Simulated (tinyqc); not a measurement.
Capillary instabilities by surface diffusion: grooving and agglomeration of films, edge retraction, wire break-up and smoothing of roughness: one step, computed by the program tinyqc.

Isotropic surface energy; shapes change by surface diffusion alone.

Problem. Break-up of a free wire. A wire with r + A cos(k z) has dA/dt = (B/r^4) (kr)^2 [1 - (kr)^2] A: unstable for wavelengths above 2 pi r, fastest at kr = 1/sqrt 2 with the rate B/(4 r^4); break-up time about (4 r^4/B) ln(r/A0); each wavelength makes a sphere of radius (3 r^2 lambda_m/4)^(1/3).

Inputs (values chosen for the exercise, of the order of those of a copper film): temperature T = 872 K; time t = 1700 s; wire radius r = 7.8 nm; initial ripple over radius = 0.02.

B = 1337744 nm^4/s

Give: fastest wavelength; break-up time; radius of the spheres; t over the break-up time.

Solution.

fastest wavelength = 69.31 nm

break-up time = 0.04330 s

radius of the spheres = 14.68 nm

t over the break-up time = 39263

The wire breaks up within t. Caution: faceting can stabilise wires along low-index directions.
